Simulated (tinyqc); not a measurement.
Inside a calculation. Method: ROHF in the sto-3g basis, for BeH, spin multiplicity 2. One step of it, computed by the program tinyqc.

Problem. Iteration 1: Roothaan effective Fock matrix. With projectors Pc = D(beta) S, Po = (D(alpha) - D(beta)) S, Pv = 1 - D(alpha) S, the block xy is Px^T F Py; with Fc = (F(alpha) + F(beta))/2, the blocks are Fc for cc, oo, vv and cv, F(beta) for co and F(alpha) for ov.

F(alpha) (hartree):
```
            1Be 1s     1Be 2s    1Be 2px    1Be 2py    1Be 2pz      2H 1s
1Be 1s   -4.211090  -1.222246   0.000000   0.000000   0.014101  -0.133462
1Be 2s   -1.222246  -0.455392   0.000000   0.000000  -0.161876  -0.240918
1Be 2px   0.000000   0.000000  -0.000671  -0.103359   0.000000   0.000000
1Be 2py   0.000000   0.000000  -0.103359   0.314733   0.000000   0.000000
1Be 2pz   0.014101  -0.161876   0.000000   0.000000   0.157405  -0.193645
2H 1s    -0.133462  -0.240918   0.000000   0.000000  -0.193645  -0.141012
```

F(beta) (hartree):
```
            1Be 1s     1Be 2s   1Be 2px   1Be 2py    1Be 2pz      2H 1s
1Be 1s   -4.196483  -1.200358  0.000000  0.000000   0.014101  -0.130949
1Be 2s   -1.200358  -0.363127  0.000000  0.000000  -0.161876  -0.228259
1Be 2px   0.000000   0.000000  0.414367  0.013293   0.000000   0.000000
1Be 2py   0.000000   0.000000  0.013293  0.373804   0.000000   0.000000
1Be 2pz   0.014101  -0.161876  0.000000  0.000000   0.181654  -0.189177
2H 1s    -0.130949  -0.228259  0.000000  0.000000  -0.189177  -0.137611
```

D(alpha) at the start:
```
            1Be 1s     1Be 2s   1Be 2px   1Be 2py    1Be 2pz     2H 1s
1Be 1s    1.050562  -0.187229  0.000000  0.000000  -0.119487  0.002463
1Be 2s   -0.187229   0.686022  0.000000  0.000000   0.490161  0.008578
1Be 2px   0.000000   0.000000  0.918186  0.274082   0.000000  0.000000
1Be 2py   0.000000   0.000000  0.274082  0.081814   0.000000  0.000000
1Be 2pz  -0.119487   0.490161  0.000000  0.000000   0.350424  0.006198
2H 1s     0.002463   0.008578  0.000000  0.000000   0.006198  0.000130
```

D(beta) at the start:
```
            1Be 1s     1Be 2s   1Be 2px   1Be 2py    1Be 2pz     2H 1s
1Be 1s    1.050562  -0.187229  0.000000  0.000000  -0.119487  0.002463
1Be 2s   -0.187229   0.686022  0.000000  0.000000   0.490161  0.008578
1Be 2px   0.000000   0.000000  0.000000  0.000000   0.000000  0.000000
1Be 2py   0.000000   0.000000  0.000000  0.000000   0.000000  0.000000
1Be 2pz  -0.119487   0.490161  0.000000  0.000000   0.350424  0.006198
2H 1s     0.002463   0.008578  0.000000  0.000000   0.006198  0.000130
```

overlap S:
```
           1Be 1s    1Be 2s   1Be 2px   1Be 2py   1Be 2pz     2H 1s
1Be 1s   1.000000  0.259517  0.000000  0.000000  0.000000  0.026709
1Be 2s   0.259517  1.000000  0.000000  0.000000  0.000000  0.299564
1Be 2px  0.000000  0.000000  1.000000  0.000000  0.000000  0.000000
1Be 2py  0.000000  0.000000  0.000000  1.000000  0.000000  0.000000
1Be 2pz  0.000000  0.000000  0.000000  0.000000  1.000000  0.384804
2H 1s    0.026709  0.299564  0.000000  0.000000  0.384804  1.000000
```

Give: effective F.

Solution.

effective F (hartree):
```
         1Be 1s  1Be 2s  1Be 2px  1Be 2py  1Be 2pz   2H 1s
1Be 1s   -4.204  -1.211    0.000    0.000    0.014  -0.132
1Be 2s   -1.211  -0.409    0.000    0.000   -0.162  -0.235
1Be 2px   0.000   0.000    0.207   -0.045    0.000   0.000
1Be 2py   0.000   0.000   -0.045    0.344    0.000   0.000
1Be 2pz   0.014  -0.162    0.000    0.000    0.170  -0.191
2H 1s    -0.132  -0.235    0.000    0.000   -0.191  -0.139
```
